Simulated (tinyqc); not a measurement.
## Capacitance measurement on a leaky thin oxide: effects of series resistance and leakage: effect of the gate area

The device is a capacitance C in parallel with a leakage conductance G, in series with Rs and Ls. An impedance meter reports either a parallel pair (Cp, Gp) from Y = 1/Z = Gp + i w Cp or a series pair (Cs, Rm) from Z = Rm + 1/(i w Cs); w = 2 pi f, dissipation D = Gp/(w |Cp|).

EOT = 3.9 tox/eox; CET = EOT + zc + zp; C = 3.9 eps0 A/CET; G = Jg A/Vs. Z = Rs + i w Ls + 1/(G + i w C); CET read from Cp = 3.9 eps0 A/Cp; errors under 0.001 % are printed as 0. Rs is held fixed.

Parameters, values chosen for the exercise; values of the order met in thin-oxide MOS capacitors:
- eox = 3.9 (relative permittivity of the gate insulator (close to silicon dioxide))
- tox = 1.1 nm (insulator thickness)
- zc = 0.6 nm (oxide-equivalent thickness added by the accumulation layer)
- zp = 0.15 nm (oxide-equivalent thickness added by gate depletion)
- Jg = 0.0082 A/cm^2 (gate leakage current density, not matched to the thickness)
- Vs = 0.32 V (voltage for an e-fold rise of the leakage)
- Rs = 310 ohm (series resistance)
- Ls = 0 nH (series inductance)
- f = 10000 Hz (measuring frequency)

Constants: eps0 = 8.8541878128e-14 F/cm where lengths are in cm. Results are converted to the units shown.

Effect of the gate area:
```
A (um^2),C (pF),Cp (pF),Cs (pF),D,error of Cp (%),error of Cs (%),CET read from Cp (nm)
20,0.37331,0.37331,0.39113,0.21850,0,4.77,1.8500
70,1.3066,1.3066,1.3690,0.21852,-1.11e-3,4.77,1.8500
200,3.7331,3.7330,3.9113,0.21857,-3.18e-3,4.77,1.8501
600,11.199,11.198,11.734,0.21872,-9.54e-3,4.77,1.8502
2000,37.331,37.319,39.113,0.21926,-0.0318,4.77,1.8506
5000,93.328,93.254,97.783,0.22040,-0.0797,4.77,1.8515
10000,186.66,186.36,195.57,0.22230,-0.160,4.77,1.8530
40000,746.62,741.75,782.27,0.23373,-0.653,4.77,1.8622
```

What does the table show?

As A goes from 20 to 40000, the error of Cp goes from 0 to -0.653 %, that of Cs from 4.77 to 4.77 %, and D rises from 0.219 to 0.234. The CET read from Cp goes from 1.85 to 1.86 nm against the true 1.85 nm. G/(w C) does not depend on the area, while G Rs and w C Rs grow with it.

Program tinyqc, `OMP_NUM_THREADS=1 python tinyqc.py 2022063 2022064 out.jsonl`; Intel Xeon 2.30GHz, shared host, one thread, about 0.01 s.
